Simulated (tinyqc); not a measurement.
Planar ballistic transistor, top-of-the-barrier model: one step of the calculation.

At the top of the source barrier, states moving towards the drain are filled by the source (Fermi level 0) and states moving back by the drain (Fermi level -q Vd); nothing scatters. U is the shift of the band edge there, set by the capacitances CG, CD and CS (the total) and by the charge. Parabolic two-dimensional band; the source is grounded.

Task. Current, mean velocity and share of the gate voltage. N0 = gv m kB T/(pi hbar^2), CG = eps0 eox/tox, vT = sqrt(2 kB T/(pi m)), CS = CG/aG, n0 = n at U = 0 and Vd = 0. eta1 = -(E0 + U)/Vt, eta2 = eta1 - Vd/Vt, n = (N0/2)[F_0(eta1) + F_0(eta2)], F_0(x) = ln(1 + exp x). I = q (N0/2) vT [F_(1/2)(eta1) - F_(1/2)(eta2)] per width, F_(1/2)(x) = (2/sqrt(pi)) int_0^infinity u^(1/2)/(1 + exp(u - x)) du. Mean velocity I/(q n). CQ = (q/Vt) dn/d(eta1); the band edge follows the gate as -dU/dVg = aG/(1 + CQ/CS).

Parameters, values chosen for the exercise; mass and valleys close to those of gallium arsenide: temperature T = 150 K; effective mass m = 0.07 m0; valley degeneracy gv = 1; relative permittivity of the gate insulator eox = 9; insulator thickness tox = 3.5 nm; gate control CG/CS aG = 0.88; band edge at the barrier top above the source Fermi level at zero bias E0 = 0.34 eV; drain voltage Vd = 0.1 V.

Constants: q = 1.602176634e-19 C, kB = 1.380649e-23 J/K, hbar = 1.054571817e-34 J s, m0 = 9.1093837015e-31 kg, Vt = kB T/q, eps0 = 8.8541878128e-14 F/cm where lengths are in cm. Results are converted to the units shown.

converged U = -0.19439985 eV

Find: eta1; n; I; mean velocity; CQ; -dU/dVg.

Result.

eta1 = -11.26
n = 2.425e6 cm^-2
I = 5.581e-4 uA/um
mean velocity = 1.437e7 cm/s
CQ = 3.005e-5 uF/cm^2
-dU/dVg = 0.8800 eV/V

The carriers from the source are non-degenerate (eta1 = -11.3), and the mean velocity is 0.999 times vT = sqrt(2 kB T/(pi m)) = 1.44e7 cm/s.

tinyqc, about 0.01 s, one thread, Intel Xeon 2.30GHz (shared host): `OMP_NUM_THREADS=1 python tinyqc.py 2400041 2400042 out.jsonl`
